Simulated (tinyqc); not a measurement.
MOS capacitor with interface traps: C-V stretch-out, conductance peak and subthreshold swing: one step, computed by the program tinyqc. Command: `OMP_NUM_THREADS=1 python tinyqc.py 3007707 3007708 out.jsonl mostraps walk`. One thread of a shared host (Intel(R) Xeon(R) Processor @ 2.30GHz), about 0.01 s of CPU time with the checks.

Energies at the interface are counted from the valence band. psi > 0 means bending towards depletion, so the surface potential is -psi. Boltzmann statistics, full ionisation, no quantum confinement. Traps are neutral when filled up to E_n, with a sharp (zero-temperature) occupation.

Problem. Conductance peak. v = sqrt(3 k_B T/m) with the majority mass; surface density n_s = N exp(-psi/k_B T); tau = 1/(sigma v n_s); for a continuum of levels G_p/omega = C_it ln(1 + omega^2 tau^2)/(2 omega tau), which peaks at omega tau = 1.98, the frequency 1.98/(2 pi tau); potential fluctuations are left out.

Inputs (values chosen for the exercise, modelled on silicon, with an insulator like HfO2):

| quantity | value | unit |
|---|---|---|
| gap E_g | 1.12 | eV |
| electron mass m_e | 0.338 | m_0 |
| doping N | 6.3e+15 | cm^-3 |
| capture cross-section sigma | 5e-17 | cm^2 |
| band bending towards depletion psi | 0.53 | V |
| temperature T | 200 | K |

Substrate: n-type. Trap spectrum: flat.

k_B T = 0.01723467 eV

C_it = 0.04966748 microF/cm^2

Constants: k_B = 1.380649e-23 J/K; m_0 = 9.1093837015e-31 kg.

Give: v; n_s; trap time constant; peak frequency; peak of G_p/omega.

Solution.

v = 1.6403e+07 cm/s

n_s = 277.93 cm^-3

trap time constant = 4.3872e+06 s

peak frequency = 7.1829e-08 Hz

peak of G_p/omega = 0.019985 microF/cm^2

Caution: traps deeper than about 24 k_B T and minority carriers reach equilibrium slowly or not at all, so the charges here are limits for very slow sweeps. Caution: near and beyond midgap the traps also exchange with the minority band, so this majority-carrier time constant and peak do not apply.
